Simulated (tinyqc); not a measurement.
# Worked calculation: diffused layer (Gaussian), carriers, mobility and sheet resistance

tinyqc, about 0.01 s, one thread, Intel Xeon 2.30GHz (shared host): `OMP_NUM_THREADS=1 python tinyqc.py 2110039 2110040 out.jsonl` Printed values are rounded.

An n-type layer from the surface x = 0 to the junction xj, N(x) = N0 exp(-(x/Ld)^2). Local neutrality (no depletion at surface or junction, no spilling of carriers), intrinsic carriers neglected, full ionisation of active dopants.

Inputs (values chosen for the exercise); values close to those of phosphorus in silicon over a p-type background:
- T = 250 K (temperature)
- Nb = 1.8e17 cm^-3 (background doping of the opposite type)
- N0 = 2.4e20 cm^-3 (peak chemical concentration)
- m1 = 69.2 cm^2/(V s) (mobility limit at high doping)
- m2 = 1420 cm^2/(V s) (mobility limit at low doping, at 300 K)
- Nr = 9.23e16 cm^-3 (reference doping of the mobility law)
- am = 0.694 (exponent of the mobility law)
- bt = 2.1 (temperature exponent of m2)
- Ns = 4.12e20 cm^-3 (solubility limit of active dopant)
- Ld = 120 nm (diffusion length 2 sqrt(D t))

Constants: q = 1.602176634e-19 C. Results are converted to the units shown.

## Junction depth and local values

xj = Ld sqrt(ln(N0/Nb)); 15 equal steps from 0 to xj. Active dopant A = min(N, Ns); n = A - Nb; mobility mu = m1 + (m2 (T/300 K)^(-bt) - m1)/(1 + ((A + Nb)/Nr)^am).

xj = 321.8917 nm

```
point	x (nm)	N (cm^-3)	A (cm^-3)	n (1e20 cm^-3)	mu (cm^2/(V s))
0	0.0000	2.4e20	2.4e20	2.398200	77.74676
1	21.4594	2.324463e20	2.324463e20	2.322663	77.93759
2	42.9189	2.111819e20	2.111819e20	2.110019	78.53587
3	64.3783	1.799756e20	1.799756e20	1.797956	79.62480
4	85.8378	1.438777e20	1.438777e20	1.436977	81.36426
5	107.2972	1.078936e20	1.078936e20	1.077136	84.02960
6	128.7567	7.589638e19	7.589638e19	0.757164	88.08260
7	150.2161	5.008054e19	5.008054e19	0.499005	94.29817
8	171.6756	3.099844e19	3.099844e19	0.308184	103.9886
9	193.1350	1.799838e19	1.799838e19	0.178184	119.3933
10	214.5945	9.802787e18	9.802787e18	0.096228	144.3184
11	236.0539	5.008280e18	5.008280e18	0.048283	185.0199
12	257.5134	2.400217e18	2.400217e18	0.022202	250.7547
13	278.9728	1.079034e18	1.079034e18	0.008990	351.4949
14	300.4323	4.550325e17	4.550325e17	0.002750	487.4706
15	321.8917	1.8e17	1.8e17	0.000000	632.8562
```

The mobility runs from 77.7 to 633 cm^2/(V s).

## Sheet quantities by the trapezoid rule

Dose = integral of N, carrier sheet density = integral of n, 1/Rs = q integral of n mu, mean mobility 1/(q Rs sheet density), Hall mobility (unit Hall factor) = integral of n mu^2 over integral of n mu, Hall sheet density = (integral of n mu)^2/integral of n mu^2; all from 0 to xj.

dose = 2.5519e15 cm^-2
carrier sheet density = 2.5461e15 cm^-2
Rs = 29.364 ohm/square
mean mobility = 83.483 cm^2/(V s)
Hall mobility = 86.713 cm^2/(V s)
Hall sheet density = 2.4513e15 cm^-2

Carriers make up 99.8 % of the dose. A Hall measurement weights the mobile tail, so its sheet density is 3.7 % below the true one. With 4000 steps Rs = 29.36 ohm/square; the coarse value is within 0.01 % of it.
